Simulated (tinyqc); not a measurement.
Electroplating on a thin resistive seed layer: kinetics, Wagner number and the terminal effect across a wafer: one step, computed by the program tinyqc. Command: `OMP_NUM_THREADS=1 python tinyqc.py 3120364 3120365 out.jsonl terminal walk`. One thread of a shared host (Intel(R) Xeon(R) Processor @ 2.30GHz), about 0.02 s of CPU time with the checks.

Current enters the seed at the rim. The bath is treated as a local resistance per area (no lateral flow in the liquid), two electrons per ion, molar volume 7.11 cm^3/mol, Faraday constant F = e N_A, kinematic viscosity 0.01 cm^2/s, omega = 2 pi x rpm/60; k_B T/e is in volts.

Task: Linear estimate of the terminal effect. Linearised: with R_t = kinetic + bath resistance the current density obeys (1/r)(r i')' = i R_s/R_t, so i = A I_0(r/l), l = sqrt(R_t/R_s); with x = R/l, edge/centre = I_0(x) and edge/mean = x I_0(x)/(2 I_1(x)). Voltage drop in the seed for a uniform current: i R_s R^2/4.

Inputs (values chosen for the exercise, of the order of those for copper plating on a thin cobalt or ruthenium seed): wafer radius R = 15 cm; mean current density = 5.8 mA/cm^2; temperature T = 298 K.

kinetic resistance = 5.750034 ohm cm^2

bath resistance R_b = 48.75 ohm cm^2

sheet resistance R_s = 3.380952 ohm/square

Give: length l; x = R/l; edge over centre, linear; edge over mean, linear; drop for uniform current.

Result:

length l = 4.0149 cm

x = R/l = 3.7360

edge over centre, linear = 9.0111

edge over mean, linear = 2.1911

drop for uniform current = 1103.0 mV
